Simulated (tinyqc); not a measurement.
Defect equilibria of an oxide against oxygen pressure (mass action): one step, computed by the program tinyqc.

Defects: oxygen vacancies V (charge +2), electrons n, holes p, the ionic partner X = O_i'' (charge -2), and the dopant. Activities are taken equal to concentrations.

Question. Solution at the given pressure. Neutrality: 2 [V] + p + N_d = n + 2 [X]. With n as the unknown, [V] = K_r/(n^2 P^(1/2)), p = K_i/n, [X] = K_s/[V]; the log ratio is ln(positive/negative). The root is found by 60 bisections in ln n between n = 1e-10 and 1e25 cm^-3.

Inputs (values chosen for the exercise, for a model oxide): dopant density N_d = 1.7e+20 cm^-3; temperature T = 700 K; oxygen pressure P = 3e-18 atm.

Ionic disorder: anion Frenkel. Dopant (singly charged, fully ionised): donor.

K_r = 4.880362e+28 cm^-9 atm^(1/2)

K_i = 1.595900e+21 cm^-6

K_s = 8.771148e+29 cm^-6

Give: n; [V]; p; [X].

Answer.

n = 5.225e+13 cm^-3

[V] = 1.032e+10 cm^-3

p = 3.054e+07 cm^-3

[X] = 8.500e+19 cm^-3

The largest terms give the Brouwer balance N_d = 2 [X]; the smaller of the two terms is 100 % of the total charge of one sign.
